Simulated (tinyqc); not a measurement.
Hubbard ring of 5 sites, step by step. Computed by tinyqc, a small Python program that keeps every step. Settings: hopping = 1.3, U = 3.6, mixing = 0.5, iteration cap = 57. Command: `OMP_NUM_THREADS=1 python tinyqc.py 28990 28991 out.jsonl` (the two numbers bound the seeds that draw the settings). One thread of a shared host (Intel(R) Xeon(R) Processor @ 2.60GHz), about 0.2 s of CPU time with the checks.

one-body matrix (hopping and site energies) (eV):
```
,1,2,3,4,5
1,0.000000,-1.300000,0.000000,0.000000,-1.300000
2,-1.300000,0.000000,-1.300000,0.000000,0.000000
3,0.000000,-1.300000,0.000000,-1.300000,0.000000
4,0.000000,0.000000,-1.300000,0.000000,-1.300000
5,-1.300000,0.000000,0.000000,-1.300000,0.000000
```

U = 3.600000 eV

electrons, up and down: 3  2

n(up) at the start (a guess, not normalised): 1 0.650000, 2 0.550000, 3 0.650000, 4 0.550000, 5 0.650000

n(down) at the start (a guess): 1 0.350000, 2 0.450000, 3 0.350000, 4 0.450000, 5 0.350000

Each step fills the lowest levels of T + U n(other spin) and sets n(new) = n + mixing (n(out) - n); stop when output and input agree to 1e-8.

Course of the cycle:
```
iteration,E (eV),largest |n(out) - n(in)|,mean |n_up - n_down|
1,-3.37745570,1.57e-01,0.243605
2,-3.46158700,7.76e-02,0.289097
3,-3.49510680,5.93e-02,0.326589
4,-3.51918825,5.17e-02,0.358789
5,-3.53750170,4.47e-02,0.386806
6,-3.55166008,3.88e-02,0.411218
7,-3.56260780,3.37e-02,0.432418
8,-3.57099238,2.92e-02,0.450723
9,-3.57732149,2.52e-02,0.466422
10,-3.58202211,2.17e-02,0.479794
11,-3.58545763,1.85e-02,0.491112
...,...,...,...
47,-3.59363372,1.54e-05,0.546207
48,-3.59363372,1.25e-05,0.546214
49,-3.59363372,1.02e-05,0.546220
50,-3.59363372,8.32e-06,0.546224
51,-3.59363372,6.78e-06,0.546228
52,-3.59363372,5.53e-06,0.546231
53,-3.59363372,4.51e-06,0.546234
54,-3.59363372,3.67e-06,0.546236
55,-3.59363372,2.99e-06,0.546238
56,-3.59363372,2.44e-06,0.546239
57,-3.59363372,1.99e-06,0.546240
```

Can the last value be used, and what does the course show?

Not by the stop rule, although the second column moves by less than 1e-07 over the last three steps. Not converged within 57 iterations: the residual falls steadily but slowly, by a factor of about 0.82 a step. The lowest mean-field energy found from random starts is -3.59363 eV. Reruns (cap 100 unless said): mixing 0.2: not converged; mixing 0.9: converged in 43 (E = -3.59363); the original settings with a cap of 400: converged in 83 (E = -3.59363).
